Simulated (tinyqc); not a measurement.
# Ballistic Schottky-barrier transistor with a one-dimensional channel, WKB contacts, step by step

Computed by the program tinyqc: `OMP_NUM_THREADS=1 python tinyqc.py 2390126 2390127 out.jsonl`, one thread of a shared Intel Xeon 2.30GHz, about 0.09 s for the whole run. Printed values are rounded.

Source Fermi level 0, drain Fermi level -Vd. Far from the contacts Ec = pn - psi, and the gate moves psi one to one; the band edges relax as exp(-x/lam) from pn at the source and pn - Vd at the drain; Ev = Ec - Eg. A carrier of energy w inside the channel band meets at a contact a barrier of height D (the contact edge beyond the channel edge): T = 1 for w >= D, else exp(-S), S = 4 lam sqrt(m/C) [sqrt(D - w) - sqrt(w) arctan sqrt((D - w)/w)], C = hbar^2/(2 m0). The two contacts combine as Ts Td/(Ts + Td - Ts Td).

Parameters, values chosen for the exercise; channel values close to those of a germanium nanowire:

| symbol | value | unit | meaning |
|---|---|---|---|
| T | 350 | K | temperature |
| Eg | 0.66 | eV | band gap |
| pn | 0.52 | eV | barrier for electrons at both contacts |
| mn | 0.12 | m0 | electron mass |
| mp | 0.15 | m0 | hole mass |
| g | 2 |  | valleys or subbands |
| lam | 2.5 | nm | screening length at the contacts |
| Vd | 0.05 | V | drain bias |
| ps | 0.35 | V | band shift psi of the channel by the gate |
| w0 | 0.23 | eV | energy of one carrier inside the channel band |
| wm | 0.56 | eV | upper end of the grid |
| nE | 15 |  | points of the grid |

Constants: q = 1.602176634e-19 C, kB = 1.380649e-23 J/K, hbar = 1.054571817e-34 J s, h = 6.62607015e-34 J s, m0 = 9.1093837015e-31 kg, Vt = kB T/q, hbar^2/(2 m0) = 0.0380998212 eV nm^2. Results are converted to the units shown.

Range of the model: No scattering, image-force lowering, channel charge or band-to-band tunnelling; parabolic kappa overstates S deep in the gap.

## Band edges and barriers

Electrons: Ds = psi, Dd = psi - Vd, Es = Ec, Ed = Ec + Vd. Holes: Ds = -psi, Dd = Vd - psi, Es = -Ev, Ed = -Ev - Vd. The size of each current is taken; both flow from drain to source and add.

Ec = 0.17 eV
Ev = -0.49 eV
D for electrons (eV): source 0.3500000, drain 0.3000000
D for holes (eV): source -0.3500000, drain -0.3000000

A negative D is no barrier. Here the electrons carry the larger current.

## Transmission of one of the electrons

S and T at both contacts for w = w0, and the tunnelling distance lam ln(D/w) at the higher barrier.

S at the source = 0.8236249
S at the drain = 0.4046862
combined T = 0.3600260
tunnelling distance = 1.049635 nm

## Current of the electrons on a coarse grid

I = g (2 q^2/h) int T(w) [f(Es + w) - f(Ed + w)] dw, f(y) = 1/(1 + exp(y/Vt)). Electrons: Ds = psi, Dd = psi - Vd, Es = Ec, Ed = Ec + Vd. Holes: Ds = -psi, Dd = Vd - psi, Es = -Ev, Ed = -Ev - Vd. The size of each current is taken; both flow from drain to source and add. Simpson's rule on nE equally spaced w from 0 to wm.

```
point     w (eV)           Ts           Td            T  size of the supply difference
0      0.0000000  2.755385e-5  6.003839e-5  1.888660e-5                    0.002873768
1      0.0400000  0.003966725  0.008224565  0.002683238                    7.652944e-4
2      0.0800000   0.02151421   0.04229174   0.01446630                    2.033355e-4
3      0.1200000   0.06720319    0.1246729   0.04565952                    5.399257e-5
4      0.1600000    0.1563336    0.2720553    0.1102256                    1.433457e-5
5      0.2000000    0.2985615    0.4832488    0.2263099                    3.805544e-6
6      0.2400000    0.4907219    0.7290167    0.4150196                    1.010285e-6
7      0.2800000    0.7107870    0.9442913    0.6821811                    2.682067e-7
8      0.3200000    0.9130238            1    0.9130238                    7.120249e-8
9      0.3600000            1            1            1                    1.890256e-8
10     0.4000000            1            1            1                    5.018176e-9
11     0.4400000            1            1            1                    1.332206e-9
12     0.4800000            1            1            1                   3.536687e-10
13     0.5200000            1            1            1                   9.389057e-11
14     0.5600000            1            1            1                   2.492570e-11
```

current = 6.696378e-5 uA

A converged quadrature gives 6.681e-5 uA; this grid is 0.24 % above that. 0.184 % of it passes over both barriers, the rest tunnels. The other carrier adds 1.75e-6 uA.
